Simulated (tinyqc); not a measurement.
Arrhenius plot: admittance spectroscopy and thermally stimulated current of one trap level in a depletion layer. Computed by tinyqc, a small Python program. Command: `OMP_NUM_THREADS=1 python tinyqc.py 3114330 3114331 out.jsonl admit walk`. One thread of a shared host (Intel(R) Xeon(R) Processor @ 2.30GHz), about 0.01 s of CPU time with the checks.

A Schottky junction on n-type material holds one donor-like electron trap; shallow donors are fully ionised and abrupt depletion edges are assumed.

Inputs (values chosen for the exercise, modelled on n-type GaAs):

| quantity | value | unit |
|---|---|---|
| density-of-states mass m | 0.0683 | m_0 |
| shallow doping N | 6.7e+15 | 1/cm^3 |
| trap density N_t | 3.4e+15 | 1/cm^3 |
| trap depth E_t below the band | 0.409 | eV |
| capture cross section sigma | 1e-16 | cm^2 |
| test frequency f | 100000 | Hz |

Constants: k_B = 1.380649e-23 J/K; m_0 = 9.1093837015e-31 kg; h = 6.62607015e-34 J s; k_B = 8.617333262e-05 eV/K.

Method:
- N_c = 2 (2 pi m k_B T/h^2)^(3/2), v_th = sqrt(3 k_B T/m), emission rate e_n = sigma v_th N_c exp(-E_t/(k_B T)).
- Where the level crosses the Fermi level capture equals emission, so the trap follows the signal with the rate 2 e_n; G/omega peaks at omega = 2 e_n (the correction for large N_t/N is left out).
- Solve 2 e_n(T_p) = 2 pi f.
- T_p for 0.1, 0.3, 1, 3 and 10 f; least-squares lines of ln(e_n/T^2) and of ln(e_n) against 1/(k_B T), e_n = pi f; sigma = exp(intercept)/(v_th N_c/T^2).

peak temperature T_p = 487.718 K

Peaks:

| f (Hz) | T_p (K) | 1/(k_B T) (1/eV) | ln(e_n/T^2) | ln(e_n) |
|---|---|---|---|---|
| 1.00e+04 | 406.68 | 28.535 | -1.6610 | 10.355 |
| 3.00e+04 | 441.98 | 26.256 | -0.7289 | 11.454 |
| 1.00e+05 | 487.72 | 23.794 | 0.2782 | 12.658 |
| 3.00e+05 | 537.64 | 21.584 | 1.1819 | 13.756 |
| 1.00e+06 | 604.09 | 19.210 | 2.1528 | 14.960 |

depth from e_n/T^2 = 0.409 eV

cross section from the intercept = 1.00e-16 cm^2

depth without the T^2 = 0.49366 eV

What follows from these numbers?

Leaving out T^2 adds 85 meV, near 2 k_B T_p = 84 meV. Caution: N_t/N is not small, so the peak moves away from omega = 2 e_n.

Extremes, crossings and ranges named in words are read from the listed rows.
